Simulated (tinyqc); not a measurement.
Printed widths: electron-beam lithography: double-Gaussian proximity function, edge placement and dose correction for parallel lines. Computed by tinyqc, a small Python program. Command: `OMP_NUM_THREADS=1 python tinyqc.py 3112190 3112191 out.jsonl proximity walk`. One thread of a shared host (Intel(R) Xeon(R) Processor @ 2.30GHz), about 0.01 s of CPU time with the checks.

Lines are infinitely long. Absorbed energy is counted so that the middle of a very large area written at dose 1 receives 1; the resist develops where it exceeds 1/2.

Inputs (values chosen for the exercise, of the order of those for 30 keV electrons in resist on silicon): forward range alpha = 0.014 micrometre; backscatter range beta = 4.6 micrometre; backscatter ratio eta = 0.81.

line widths (micrometre): 0.038  0.08  0.047  0.094  3.6

gaps between the lines (micrometre): 0.082  3.7  1.6  0.41

Method:
- The first line starts at x = 0; each next one starts after the width and the gap.
- f(r) = [exp(-r^2/alpha^2)/alpha^2 + eta exp(-r^2/beta^2)/beta^2]/(pi (1 + eta)). A line from a to b at dose d gives E(x) = d [S(alpha) + eta S(beta)]/(1 + eta), S(s) = [erf((b - x)/s) - erf((a - x)/s)]/2.
- M_ij is the mean of E at the two edges of line i from line j at dose 1.
- Uncorrected edge energies are M 1. Solve M d = 1/2 for the doses d that put the mean edge energy of every line at the threshold.
- Edges are the roots of E(x) = 1/2 between a line centre and the middle of the next gap. Three cases: dose 1 everywhere; one common dose equal to the mean of d; the corrected doses.

Lines (micrometre):
```
line  left edge  right edge       centre
1         0.000       0.038  1.90000e-02
2         0.120       0.200  1.60000e-01
3         3.900       3.947  3.92350e+00
4         5.547       5.641  5.59400e+00
5         6.051       9.651  7.85100e+00
```

corrected doses: 1 1.70423, 2 1.69786, 3 1.36381, 4 1.15438, 5 1.12008

Width error, printed less drawn (nm):
```
line  drawn width (nm)   dose 1  mean dose  corrected
1                   38  -22.073    -5.1294   4.00e-06
2                   80  -21.532    -4.9812   9.00e-06
3                   47  -10.966     2.5948   6.40e-05
4                   94   -5.788     7.4849   1.35e-04
5                 3600   -4.927     8.3689   2.10e-05
```

What does the comparison show, and why?

With the common mean dose the errors span 13.5 nm. With corrected doses the largest error is below 0.01 nm.

Extremes, crossings and ranges named in words are read from the listed rows.
